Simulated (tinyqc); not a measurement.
p-type polysilicon, carrier trapping at grain boundaries: one step of the calculation.

One-dimensional grains of size Lg, uniform ionised doping N, monovalent traps Qt at each boundary at a depth Et below (for electrons) or above (for holes) the band edge there, abrupt depletion of width W on each side of a boundary, Boltzmann statistics. xi is the distance from the band edge at the grain centre to the Fermi level. Trapped charge Qt/(1 + exp((xi + VB - Et)/Vt)) = 2 N W, barrier VB = q N W^2/(2 eps0 eps_r).

Task. Resistivity and effective mobility. n0 = NB exp(-xi/Vt); mean density n0 (1 - 2 W/Lg) by charge balance in a partly depleted grain, and n0 (sqrt(pi)/2) erf(u)/u with u = sqrt(VB/Vt) in a fully depleted one; v = sqrt(kB T/(2 pi ms m0)); barrier resistivity Vt exp(VB/Vt)/(q fe n0 v Lg); grain resistivity (1 - 2 W/Lg)/(q n0 mug); effective mobility 1/(q mean density total resistivity).

Values chosen for this exercise; values of the order met in polycrystalline silicon:
- T = 300 K (temperature)
- NB = 2.65e19 cm^-3 (valence-band density of states at T)
- Lg = 38 nm (grain size)
- ms = 0.3 m0 (mass for thermionic emission)
- fe = 1 (correction factor of the emission rate)
- mug = 80 cm^2/(V s) (mobility inside the grains)

Constants: q = 1.602176634e-19 C, kB = 1.380649e-23 J/K, m0 = 9.1093837015e-31 kg, Vt = kB T/q. Results are converted to the units shown.

W = 19 nm
xi = 0.23674859 V
VB = 0.058623576 V

Wanted: n0; mean density; v; barrier resistivity; grain resistivity; resistivity; effective mobility.

Result.

n0 = 2.793e15 cm^-3
mean density = 1.589e15 cm^-3
v = 4.911e6 cm/s
barrier resistivity = 29.89 ohm cm
grain resistivity = 0.000 ohm cm
resistivity = 29.89 ohm cm
effective mobility = 131.4 cm^2/(V s)

The resistivity is 80.5 times that of a single crystal with the same N and mobility mug, and the mean density is 0.757 % of N. The effective mobility exceeds mug only because drift through the depleted grain is left out.

tinyqc, about 0.01 s, one thread, Intel Xeon 2.30GHz (shared host): `OMP_NUM_THREADS=1 python tinyqc.py 2830132 2830133 out.jsonl`
